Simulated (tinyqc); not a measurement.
Coulomb enhancement above the gap: Wannier exciton and Elliott formula.

Inputs chosen for the exercise (out of a larger set: near those of InP; not measured data): xs = (0.079, 0.19, 0.51, 1.7, 3.3, 17, 38, 130) ((E - Eg)/Ry*).

Ry* = 5.0848 meV

With x = (E - Eg)/Ry* and y = pi/sqrt(x): S3 = y exp(y)/sinh(y), and S2 = exp(y)/cosh(y). Free-pair absorption goes as sqrt(x) in three dimensions and is constant in two.

Factors:
```
x        E - Eg (meV)  sqrt(x)      S3  S3 sqrt(x)     S2
0.079            0.40    0.281  22.355       6.283  2.000
0.19             0.97    0.436  14.415       6.283  2.000
0.51             2.59    0.714   8.800       6.284  2.000
1.7              8.64    1.304   4.858       6.334  1.984
3.3             16.78    1.817   3.571       6.487  1.939
17              86.44    4.123   1.948       8.033  1.642
1.3e+02        661.03   11.402   1.301      14.830  1.269
```

Give the missing row, x = 38.

Computed row:
```
x   E - Eg (meV)  sqrt(x)     S3  S3 sqrt(x)     S2
38        193.22    6.164  1.595       9.831  1.470
```

In three dimensions the product tends to 2 pi = 6.283 at the edge (6.283 in the first row), so the square-root onset becomes a step. Even 661 meV above the gap the enhancement is 1.30; it decays only as 1 + pi/sqrt(x) = 1.28. In two dimensions it never exceeds 2 and has fallen to 1.27. The last rows lie beyond the range of parabolic bands.

Program tinyqc; command `OMP_NUM_THREADS=1 python tinyqc.py 1250885 1250886 out.jsonl`; about 0.01 s on one thread of a shared Intel(R) Xeon(R) Processor @ 2.30GHz.
